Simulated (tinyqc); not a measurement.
Inside a calculation. Method: UHF in the sto-3g basis, for BeH, spin multiplicity 2. This run ends on a higher stationary point, not on the lowest solution. One step of it, computed by the program tinyqc.

Task: Iteration 1: building the Fock matrix. J_ij = sum D_kl (ij|kl) with D = D(alpha) + D(beta), K_ij = sum D_kl (ik|jl) for each spin; F = H + J - K(s); E = tr D H + tr D J / 2 - 0.5 sum_s tr D(s) K(s) + E_nn.

D(alpha) at the start, lower triangle:
```
            1Be 1s    1Be 2s   1Be 2px   1Be 2py   1Be 2pz     2H 1s
1Be 1s    0.990611
1Be 2s    0.004791  0.119814
1Be 2px   0.000000  0.000000  0.989898
1Be 2py   0.000000  0.000000  0.100000  0.010102
1Be 2pz  -0.060558  0.163860  0.000000  0.000000  0.228645
2H 1s    -0.082836  0.180243  0.000000  0.000000  0.252606  0.279337
```

D(beta) at the start, lower triangle:
```
            1Be 1s    1Be 2s   1Be 2px   1Be 2py   1Be 2pz     2H 1s
1Be 1s    0.990611
1Be 2s    0.004791  0.119814
1Be 2px   0.000000  0.000000  0.000000
1Be 2py   0.000000  0.000000  0.000000  0.000000
1Be 2pz  -0.060558  0.163860  0.000000  0.000000  0.228645
2H 1s    -0.082836  0.180243  0.000000  0.000000  0.252606  0.279337
```

core Hamiltonian H = T + V (hartree), lower triangle:
```
            1Be 1s     1Be 2s    1Be 2px    1Be 2py    1Be 2pz      2H 1s
1Be 1s   -8.222508
1Be 2s   -2.024488  -2.442392
1Be 2px   0.000000   0.000000  -1.941177
1Be 2py   0.000000   0.000000   0.000000  -1.941177
1Be 2pz  -0.014578  -0.130927   0.000000   0.000000  -2.041012
2H 1s    -0.397659  -0.989284   0.000000   0.000000  -1.076423  -1.882112
```

Two-electron integrals (ij|kl) in chemists' order, unique and non-zero (hartree):
```
(11|11) 2.298831   (21|11) 0.392036   (21|21) 0.079539   (22|11) 0.570988
(22|21) 0.143041   (22|22) 0.417683   (31|31) 0.014607   (32|31) 0.021888
(32|32) 0.092265   (33|11) 0.569578   (33|21) 0.143083   (33|22) 0.417589
(33|33) 0.449859   (41|41) 0.014607   (42|41) 0.021888   (42|42) 0.092265
(43|43) 0.024249   (44|11) 0.569578   (44|21) 0.143083   (44|22) 0.417589
(44|33) 0.401360   (44|44) 0.449859   (51|51) 0.014607   (52|51) 0.021888
(52|52) 0.092265   (53|53) 0.024249   (54|54) 0.024249   (55|11) 0.569578
(55|21) 0.143083   (55|22) 0.417589   (55|33) 0.401360   (55|44) 0.401360
(55|55) 0.449859   (61|11) 0.074699   (61|21) 0.015148   (61|22) 0.027474
(61|33) 0.027281   (61|44) 0.027281   (61|51) 0.001338   (61|52) 0.002528
(61|55) 0.027875   (61|61) 0.003025   (62|11) 0.186134   (62|21) 0.047338
(62|22) 0.151224   (62|33) 0.145431   (62|44) 0.145431   (62|51) 0.006190
(62|52) 0.038408   (62|55) 0.162673   (62|61) 0.009974   (62|62) 0.082418
(63|31) 0.004282   (63|32) 0.020201   (63|53) 0.006600   (63|63) 0.007439
(64|41) 0.004282   (64|42) 0.020201   (64|54) 0.006600   (64|64) 0.007439
(65|11) 0.201552   (65|21) 0.051874   (65|22) 0.173729   (65|33) 0.163437
(65|44) 0.163437   (65|51) 0.010029   (65|52) 0.059672   (65|55) 0.194137
(65|61) 0.011406   (65|62) 0.107554   (65|65) 0.144701   (66|11) 0.353588
(66|21) 0.091524   (66|22) 0.328039   (66|33) 0.304354   (66|44) 0.304354
(66|51) 0.013840   (66|52) 0.111544   (66|55) 0.375142   (66|61) 0.019753
(66|62) 0.228374   (66|65) 0.316039   (66|66) 0.774606
```

nuclear repulsion = 1.42156403 hartree

Give: Coulomb J; exchange K(alpha); exchange K(beta); F(alpha); F(beta); total energy of this density.

Result:

Coulomb J (hartree), lower triangle:
```
         1Be 1s  1Be 2s  1Be 2px  1Be 2py  1Be 2pz   2H 1s
1Be 1s   6.0395
1Be 2s   1.1537  2.3014
1Be 2px  0.0000  0.0000   2.2952
1Be 2py  0.0000  0.0000   0.0048   2.2476
1Be 2pz  0.0327  0.2046   0.0000   0.0000   2.3521
2H 1s    0.2250  0.9418   0.0000   0.0000   1.1274  2.2368
```

exchange K(alpha) (hartree), lower triangle:
```
          1Be 1s  1Be 2s  1Be 2px  1Be 2py  1Be 2pz   2H 1s
1Be 1s    2.3031
1Be 2s    0.4373  0.3327
1Be 2px   0.0000  0.0000   0.4888
1Be 2py   0.0000  0.0000   0.0426   0.0718
1Be 2pz  -0.0026  0.1932   0.0000   0.0000   0.3112
2H 1s     0.0851  0.2835   0.0000   0.0000   0.3481  0.5425
```

exchange K(beta) (hartree), lower triangle:
```
          1Be 1s  1Be 2s  1Be 2px  1Be 2py  1Be 2pz   2H 1s
1Be 1s    2.2885
1Be 2s    0.4154  0.2404
1Be 2px   0.0000  0.0000   0.0433
1Be 2py   0.0000  0.0000   0.0000   0.0433
1Be 2pz  -0.0026  0.1932   0.0000   0.0000   0.2869
2H 1s     0.0808  0.2633   0.0000   0.0000   0.3415  0.5350
```

F(alpha) (hartree), lower triangle:
```
          1Be 1s   1Be 2s  1Be 2px  1Be 2py  1Be 2pz    2H 1s
1Be 1s   -4.4861
1Be 2s   -1.3081  -0.4737
1Be 2px   0.0000   0.0000  -0.1348
1Be 2py   0.0000   0.0000  -0.0377   0.2347
1Be 2pz   0.0207  -0.1195   0.0000   0.0000  -0.0001
2H 1s    -0.2578  -0.3310   0.0000   0.0000  -0.2971  -0.1878
```

F(beta) (hartree), lower triangle:
```
          1Be 1s   1Be 2s  1Be 2px  1Be 2py  1Be 2pz    2H 1s
1Be 1s   -4.4715
1Be 2s   -1.2862  -0.3814
1Be 2px   0.0000   0.0000   0.3107
1Be 2py   0.0000   0.0000   0.0048   0.2632
1Be 2pz   0.0207  -0.1195   0.0000   0.0000   0.0242
2H 1s    -0.2535  -0.3108   0.0000   0.0000  -0.2905  -0.1804
```

total energy of this density = -14.756300 hartree
